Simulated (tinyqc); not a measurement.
Implant damage, amorphisation by cascade overlap, and solid-phase epitaxial regrowth: one step, computed by the program tinyqc.

Range and width of the damage are inputs. Dynamic annealing enters only through the surviving share f.

Task: Damage left below the interface. Displaced atoms per area beyond the lower edge z2: f nu Q (1/2) erfc((z2 - R_d)/(sqrt2 s_d)); they are not removed by regrowth.

Inputs (values chosen for the exercise, modelled on silicon ions in germanium):
```
quantity                         value    unit
depth of the damage peak R_d        50      nm
width of the damage profile s_d     29      nm
share of defects that survive f   0.44       -
dose Q                           4e+15  1/cm^2
```

lower edge = 129.2485 nm

displacements per ion nu = 992.9509

Give: share of the damage beyond z2; displaced atoms beyond z2.

Result:

share of the damage beyond z2 = 0.003141

displaced atoms beyond z2 = 5.489e+15 1/cm^2
